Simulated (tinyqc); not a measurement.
Field from the transmission.

Question. The left lead has its band edge at 0; for x > 0 the edge falls without end, U(x) = U0 - F x, with mass m1. No transverse momentum; C = hbar^2/(2 m0); psi and psi'/m are continuous at x = 0. The outgoing solution is Bi(z) + i Ai(z). Energy scale e = (C F^2/m1)^(1/3), z(x) = (U(x) - E)/e, s = (dz/dx)/m1 = -F/(e m1); v = k/m in a lead. With the Airy functions at z = z(0): g = s (Bi' + i Ai')/(Bi + i Ai), r = (i vL - g)/(i vL + g), T(E) = 1 - |r|^2 = 4 vL Im(g)/|i vL + g|^2, vL = sqrt(mL E/C)/mL. Find F, known to lie between 0.13 and 2 V/nm, and z(0).

Values chosen for this exercise: mass in the left lead mL = 0.71 m0; barrier edge at x = 0 U0 = 1.87 eV; mass in the barrier m1 = 0.21 m0; electron energy E = 0.44 eV.

Constants: q = 1.602176634e-19 C, hbar = 1.054571817e-34 J s, m0 = 9.1093837015e-31 kg, hbar^2/(2 m0) = 0.0380998212 eV nm^2. Results are converted to the units shown.

T(E) = 3.1682513e-5

Solution. Over that range T(E) rises steadily with F, so there is one root, found by bisection.

F = 0.5100 V/nm
z(0) = 3.957

Computed by the program tinyqc: `OMP_NUM_THREADS=1 python tinyqc.py 2580019 2580020 out.jsonl`, one thread of a shared Intel Xeon 2.30GHz, about 0.01 s for the whole run.
